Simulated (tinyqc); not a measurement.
Inverse iteration on a symmetric matrix, step by step. Computed by tinyqc, a small Python program that keeps every step. Settings: method = inverse, shift = -0.39. Command: `OMP_NUM_THREADS=1 python tinyqc.py 21646 21647 out.jsonl` (the two numbers bound the seeds that draw the settings). One thread of a shared host (Intel(R) Xeon(R) Processor @ 2.60GHz), about 0.01 s of CPU time with the checks.

## Step 1

A, lower triangle:
```
        1        2       3       4
1  1.8960
2  0.0910   2.6980
3  0.3900  -0.1520  4.1540
4  0.3490   0.1400  0.0970  5.3250
```

vector v at the start: 0.5000  0.5000  0.5000  0.5000

shift = -0.3900

solve (A - shift) w = v; v' = w/|w| with its largest component positive (the first on a tie); lambda = v'^T A v'.

vector after step 1: 0.6809  0.5820  0.3606  0.2601

Rayleigh quotient after step 1 = 3.0774

## Step 2

As before.

vector after step 2: 0.8192  0.5398  0.1813  0.0685

Rayleigh quotient after step 2 = 2.4385

## Step 3

As before.

vector after step 3: 0.9029  0.4265  0.0401  -0.0355

Rayleigh quotient after step 3 = 2.1161

## Course of the iteration

Stop when the residual |A v - lambda v| is below 1e-9.

Steps:
```
step    lambda  residual
1     3.077366  1.24e+00
2     2.438504  8.77e-01
3     2.116070  5.75e-01
4     1.958232  3.93e-01
5     1.876688  2.79e-01
6     1.833893  2.00e-01
7     1.811657  1.43e-01
8     1.800258  1.02e-01
9     1.794470  7.25e-02
10    1.791549  5.14e-02
11    1.790079  3.65e-02
12    1.789341  2.58e-02
13    1.788971  1.83e-02
14    1.788785  1.29e-02
15    1.788692  9.17e-03
16    1.788646  6.49e-03
17    1.788622  4.60e-03
18    1.788611  3.25e-03
19    1.788605  2.30e-03
20    1.788602  1.63e-03
21    1.788600  1.15e-03
22    1.788600  8.17e-04
23    1.788599  5.79e-04
24    1.788599  4.10e-04
25    1.788599  2.90e-04
26    1.788599  2.05e-04
27    1.788599  1.45e-04
28    1.788599  1.03e-04
29    1.788599  7.28e-05
30    1.788599  5.16e-05
```

all eigenvalues, for comparison: 1.7886  2.6873  4.2149  5.3822

Not converged in 30 steps: the residual falls only by the ratio of the two smallest distances of eigenvalues from the shift, 0.71 a step.
